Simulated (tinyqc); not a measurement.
Schottky emission and Poole-Frenkel conduction in an insulator, and how to tell them apart: one step of the calculation.

Schottky emission (electrode-limited): J = As T^2 exp[-(pb - b sqrt(F))/Vt], b = sqrt(q/(4 pi eps0 ei)). Poole-Frenkel emission (bulk-limited): J = s0 F exp[-(pt - 2 b sqrt(F))/Vt]. F in V/cm.

Problem. Both currents at one field. Lowerings b sqrt(F) and 2 b sqrt(F); the image-force maximum lies at sqrt(q/(16 pi eps0 ei F)) from the electrode.

Parameters, values chosen for the exercise; dielectric values close to those of silicon nitride: temperature T = 325 K; high-frequency relative permittivity ei = 3.98; trap depth pt = 1.22 eV; Poole-Frenkel prefactor s0 = 6.3 S/cm; electrode barrier pb = 1.11 eV; Richardson constant As = 60 A/(cm^2 K^2); field F = 2.2 MV/cm.

Constants: q = 1.602176634e-19 C, kB = 1.380649e-23 J/K, Vt = kB T/q, eps0 = 8.8541878128e-14 F/cm where lengths are in cm. Results are converted to the units shown.

Find: Schottky lowering; position of the barrier top; Poole-Frenkel lowering; J, Schottky; J, Poole-Frenkel.

Solution.

Schottky lowering = 282.13 meV
position of the barrier top = 0.64120 nm
Poole-Frenkel lowering = 564.26 meV
J, Schottky = 9.2065e-7 A/cm^2
J, Poole-Frenkel = 9.3999e-4 A/cm^2

Injection and bulk transport act in series, so the smaller capacity limits the current: here the electrode, by a factor of 1020.

Range of the model: At the field F a Fowler-Nordheim estimate for tunnelling through pb (mass 0.4 m0) gives 0.0018 A/cm^2, more than Schottky emission.

Numbers from tinyqc (`OMP_NUM_THREADS=1 python tinyqc.py 2370020 2370021 out.jsonl`; about 0.01 s on one thread of a shared Intel Xeon 2.30GHz).
